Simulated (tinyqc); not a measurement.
What each parameter does: localisation in a chain with random site energies (transfer matrices).

Hopping -t; leads with site energy 0, E = -2t cos(ka). psi_(j+1) = ((e_j - E)/t) psi_j - psi_(j-1), a product of matrices M_j = [[(e_j - E)/t, -1], [1, 0]]. For M = M_N ... M_1 the transmission is T = 4 sin^2(ka)/|M21 - M12 + M22 exp(ika) - M11 exp(-ika)|^2. Long samples draw e_j = W (x_j/2147483647 - 1/2) from x_j = 16807 x_(j-1) mod 2147483647, starting at x0. The localisation length xi, in sites, is defined by ln T = -2N/xi on average; weak disorder gives xi = 24 (4t^2 - E^2)/W^2, and the mean free path for backscattering is xi/2.

Numerical xi = N/ln sqrt(psi_(N+1)^2 + psi_N^2) for N = 20000 sites from psi_1 = 1, psi_0 = 0; its statistical error is about xi sqrt(xi/N).

Parameters, chosen for this exercise: t = 0.92 eV (hopping); E = -0.75 eV (energy); W = 2.4 eV (full width of the disorder); x0 = 6778 (start of the number sequence).

Numerical and weak-disorder xi. Each row changes one parameter from the base and keeps the others.

Results:

| case | numerical xi (sites) | weak-disorder xi (sites) |
|---|---|---|
| base | 11.80 | 11.76 |
| t = 1.058 eV | 16.12 | 16.31 |
| E = -0.52 eV | 12.93 | 12.98 |
| W = 2.88 eV | 8.22 | 8.17 |
| x0 = 6779 | 11.87 | 11.76 |

The largest shifts from the base row, up to three for each result and ties (the steps differ in size, so this ranks the rows, not the parameters). numerical xi (sites): t +4.31, W -3.58, E +1.13. weak-disorder xi (sites): t +4.55, W -3.59, E +1.22; unchanged at the printed digits by x0. A new x0 is another sample of the same disorder; its shift is one draw of the statistical scatter, about xi sqrt(xi/N); the other rows share one sample, so their errors are correlated.

Computed by tinyqc, a small Python program: `OMP_NUM_THREADS=1 python tinyqc.py 1481251 1481252 out.jsonl` (the numbers bound the seed that draws the inputs); one thread of a shared host (Intel(R) Xeon(R) Processor @ 2.30GHz), about 0.08 s for the whole set of steps.
